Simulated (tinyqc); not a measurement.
# Avalanche multiplication and breakdown of a junction from ionisation integrals, step by step

A worked calculation. Computed by tinyqc, a small Python program that keeps every step. Command: `OMP_NUM_THREADS=1 python tinyqc.py 3005586 3005587 out.jsonl impact walk`. One thread of a shared host (Intel(R) Xeon(R) Processor @ 2.30GHz), about 0.01 s of CPU time with the checks. Intermediate numbers are printed to about 5 digits and carried at full precision; extremes and crossings named in words are read from the listed rows.

Ionisation coefficients follow the local field. Position x runs through the depletion layer from the p side (x = 0), where electrons enter, to the n side (x = w), where holes enter. The built-in voltage is neglected.

Inputs (values chosen for the exercise, modelled on germanium):
```
quantity                                        value        unit
electron prefactor a_n                        1.5e+07        1/cm
electron field b_n                           1.55e+06        V/cm
hole prefactor a_p                            1.1e+07        1/cm
hole field b_p                                1.3e+06        V/cm
exponent c                                          1           -
permittivity eps                                   16           -
drift-layer mobility mu                          4000  cm^2/(V s)
doping N of the lightly doped side            3.5e+15      1/cm^3
bias as a fraction of the breakdown voltage      0.76           -
```

Junction: one-sided abrupt p+n.

Constants: e = 1.602176634e-19 C; eps_0 = 8.8541878128e-12 F/m.

## Breakdown

alpha_n = a_n exp(-(b_n/F)^c), alpha_p = a_p exp(-(b_p/F)^c). Field F = F_m (1 - s), w = eps eps_0 F_m/(e N), V = F_m w/2, with s = x/w (the peak lies at the p+ side). With Phi(x) = int_0^x (alpha_n - alpha_p) dx': 1 - 1/M_n = I_n = int_0^w alpha_n exp(-Phi) dx and M_p = M_n exp(-Phi(w)); trapezoid rule on 401 even points; breakdown at I_n = 1. Solve I_n(F_m) = 1.

critical field F_m = 0.21256 MV/cm

width at breakdown = 5.3700 micrometre

breakdown voltage = 57.072 V

## Coefficients at the critical field

The formulas are those given above.

alpha_n = 10214 1/cm

alpha_p = 24282 1/cm

ratio k = alpha_p/alpha_n = 2.3773

shorter ionisation length = 0.41182 micrometre

Holes ionise more readily at the peak field.

## Field and integrand below breakdown

Bias V = fraction times the breakdown voltage.

peak field = 0.18531 MV/cm

Every 50th point:
```
x (micrometre)  F (MV/cm)  alpha_n (1/cm)  alpha_p (1/cm)       Phi  I_n up to x
0.0000            0.18531      3.4947e+03      9.8772e+03   0.00000      0.00000
0.5852            0.16214      1.0579e+03      3.6256e+03  -0.25063      0.13838
1.1704            0.13898      2.1504e+02      9.5290e+02  -0.33943      0.18153
1.7555            0.11582      2.3111e+01      1.4675e+02  -0.36066      0.18913
2.3407            0.09265      8.1422e-01      8.8690e+00  -0.36338      0.18975
2.9259            0.06949      3.0829e-03      8.2547e-02  -0.36350      0.18977
3.5111            0.04633      4.4197e-08      7.1508e-06  -0.36350      0.18977
4.0963            0.02316      1.3022e-22      4.6485e-18  -0.36350      0.18977
4.6814            0.00000               0               0  -0.36350      0.18977
```

## Multiplication and noise

M_n = 1/(1 - I_n), M_p = M_n exp(-Phi(w)); McIntyre excess noise for the carrier with the larger M, F_x = k M + (1 - k)(2 - 1/M), with k = (smaller M - 1)/(larger M - 1).

M_n = 1.2342

M_p = 1.7752

effective k = 0.30212

excess noise factor = 1.5390

Injecting holes gives the larger gain and, at equal gain, the lower noise.

## On-resistance of the drift layer

R_on = w/(e mu N) with w the width at breakdown; figure of merit V_B^2/R_on; for a triangular field it equals eps eps_0 mu F_m^3/4.

specific on-resistance = 0.23941 milliohm cm^2

V_B^2/R_on = 13.606 MW/cm^2

eps eps_0 mu F_m^3/4 = 13.606 MW/cm^2

## Gain against bias and Miller's formula

Miller's exponent n is defined by 1 - 1/M = (V/V_B)^n for the larger M.

Gain:
```
V/V_B   V (V)  F_m (MV/cm)     M_n     M_p  Miller exponent n
0.50   28.536      0.15030   1.016   1.073             3.8800
0.60   34.243      0.16465   1.050   1.196             3.5381
0.70   39.951      0.17784   1.134   1.467             3.2109
0.80   45.658      0.19012   1.344   2.103             2.8927
0.90   51.365      0.20165   2.065   4.196             2.5841
0.95   54.219      0.20718   3.576   8.519             2.4345
0.98   55.931      0.21042   8.164  21.598             2.3465
0.99   56.502      0.21150  15.828  43.435             2.3175
```

The larger gain passes 2 between 0.700 and 0.800 of V_B and reaches 43.4 at 0.99. Miller's exponent runs from 2.3 to 3.9, so it is not a constant: a fit holds over a narrow range only. From the first row to the last the voltage grows by a factor 1.98 and the peak field by 1.41.

Checks made by the program: the hole form of the condition, int alpha_p exp(Phi(w) - Phi) dx = 1 (relative difference 2e-05).
